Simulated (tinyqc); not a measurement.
Three-band tight binding of a dichalcogenide monolayer: one step. Closed forms at K and Gamma. Four cases, with inputs chosen for the exercise.

Task: Three-band model of dz2 (level e1) and dxy, dx2-y2 (level e2), spin sz = +/-1; t1 and t2 drop out at these points. At K: e2 - (3/2)(t11 + t22) - 3 sqrt3 t12 + lam sz (valence), e1 - 3 t0 (conduction), e2 - (3/2)(t11 + t22) + 3 sqrt3 t12 - lam sz. At Gamma: e1 + 6 t0 (valence) and e2 + 3 (t11 + t22) -/+ lam.

Give: a table of point, band 1, band 2, band 3; smallest direct gap at K; Ev(K) - Ev(Gamma).

Case 1.

Values chosen (near a published set for monolayer MoTe2; not measured data):
- e1 = 0.61 eV (level of dz2)
- e2 = 1.971 eV (level of dxy and dx2-y2)
- t0 = -0.173 eV (hopping)
- t11 = 0.208 eV (hopping)
- t12 = 0.241 eV (hopping)
- t22 = 0.257 eV (hopping)
- lam = 0.106 eV (spin-orbit constant)

Result:

Levels (eV):
```
point,band 1,band 2,band 3
"K, spin up",0.1272,1.1290,2.4198
"K, spin down",-0.0848,1.1290,2.6318
Gamma,-0.4280,3.2600,3.4720
```

smallest direct gap at K = 1.0018 eV
Ev(K) - Ev(Gamma) = 0.5552 eV

Of the two points, the valence band is higher at K, by 555 meV. The dz2 conduction state at K has no atomic orbital angular momentum (Lz = 0) and is not split at this order.

Case 2.

Values chosen (near a published set for monolayer MoTe2; not measured data):
- e1 = 0.599 eV (level of dz2)
- e2 = 1.965 eV (level of dxy and dx2-y2)
- t0 = -0.17 eV (hopping)
- t11 = 0.208 eV (hopping)
- t12 = 0.239 eV (hopping)
- t22 = 0.253 eV (hopping)
- lam = 0.106 eV (spin-orbit constant)

Result:

Levels (eV):
```
point,band 1,band 2,band 3
"K, spin up",0.1376,1.1090,2.4094
"K, spin down",-0.0744,1.1090,2.6214
Gamma,-0.4210,3.2420,3.4540
```

smallest direct gap at K = 0.9714 eV
Ev(K) - Ev(Gamma) = 0.5586 eV

Of the two points, the valence band is higher at K, by 559 meV. The dz2 conduction state at K has no atomic orbital angular momentum (Lz = 0) and is not split at this order.

Case 3.

Values chosen (near a published set for monolayer WSe2; not measured data):
- e1 = 0.946 eV (level of dz2)
- e2 = 2.166 eV (level of dxy and dx2-y2)
- t0 = -0.211 eV (hopping)
- t11 = 0.266 eV (hopping)
- t12 = 0.328 eV (hopping)
- t22 = 0.034 eV (hopping)
- lam = 0.232 eV (spin-orbit constant)

Result:

Levels (eV):
```
point,band 1,band 2,band 3
"K, spin up",0.2437,1.5790,3.1883
"K, spin down",-0.2203,1.5790,3.6523
Gamma,-0.3200,2.8340,3.2980
```

smallest direct gap at K = 1.3353 eV
Ev(K) - Ev(Gamma) = 0.5637 eV

Of the two points, the valence band is higher at K, by 564 meV. The dz2 conduction state at K has no atomic orbital angular momentum (Lz = 0) and is not split at this order.

Case 4.

Values chosen (near a published set for monolayer WSe2; not measured data):
- e1 = 0.938 eV (level of dz2)
- e2 = 2.18 eV (level of dxy and dx2-y2)
- t0 = -0.203 eV (hopping)
- t11 = 0.258 eV (hopping)
- t12 = 0.325 eV (hopping)
- t22 = 0.034 eV (hopping)
- lam = 0.225 eV (spin-orbit constant)

Result:

Levels (eV):
```
point,band 1,band 2,band 3
"K, spin up",0.2783,1.5470,3.2057
"K, spin down",-0.1717,1.5470,3.6557
Gamma,-0.2800,2.8310,3.2810
```

smallest direct gap at K = 1.2687 eV
Ev(K) - Ev(Gamma) = 0.5583 eV

Of the two points, the valence band is higher at K, by 558 meV. The dz2 conduction state at K has no atomic orbital angular momentum (Lz = 0) and is not split at this order.

Computed by tinyqc, one run a case: `OMP_NUM_THREADS=1 python tinyqc.py N N+1 out.jsonl` with N = 1450061, 1450151, 1450227, 1450388; one thread of a shared Intel(R) Xeon(R) Processor @ 2.30GHz, about 0.02 s a run at most.
